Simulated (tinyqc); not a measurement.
The starting point: quasiparticle equation with a plasmon-pole self-energy for two band edges.

For each edge E = e + X + Sc(E), with the correlation part Sc(E) = A[0]/(E - a + w) + A[1]/(E - b - w); a and b are the valence and conduction energies that enter the Green function (a = ev, b = ec in the one-shot scheme). Z = 1/(1 - dSc/dE), dSc/dE = -A[0]/(E - a + w)^2 - A[1]/(E - b - w)^2.

Inputs chosen for the exercise (scales of the order of those of GaN; shifted at random, so the results belong to these values and not to a real crystal):
- ev = 0 eV (mean-field valence top)
- ec = 1.96 eV (mean-field conduction edge)
- w = 16.5 eV (pole energy)
- Av = (39, 20.6) eV^2 (weights of the valence state on the hole and electron poles)
- Ac = (13.9, 41.8) eV^2 (the same for the conduction state)
- Xv = -1.91 eV (exchange minus the mean-field potential, valence)
- Xc = 2.77 eV (the same, conduction)

The mean-field gap is opened by d (ev lowered by d/2, ec raised by d/2) and X is changed by the opposite amounts, so that e + X stays; one-shot and G-updated gaps.

Gaps (eV):

| d | start | one-shot | update G |
|---|---|---|---|
| 0.0 | 1.960 | 3.3330 | 3.4706 |
| 0.2 | 2.160 | 3.3519 | 3.4706 |
| 0.4 | 2.360 | 3.3706 | 3.4706 |
| 0.6 | 2.560 | 3.3891 | 3.4706 |
| 0.9 | 2.860 | 3.4165 | 3.4706 |
| 1.2 | 3.160 | 3.4435 | 3.4706 |
| 1.6 | 3.560 | 3.4790 | 3.4706 |

The one-shot gap moves by a fraction 0.09 of any change of the starting gap, while the updated gap, 3.4706 eV, does not depend on it. The two agree where the start already equals the result, near d = 1.51 eV. A real change of starting point alters the orbitals and the screening too; this model holds both fixed.

tinyqc: `OMP_NUM_THREADS=1 python tinyqc.py 1880533 1880534 out.jsonl`; about 0.02 s, one thread, shared Intel(R) Xeon(R) Processor @ 2.30GHz.
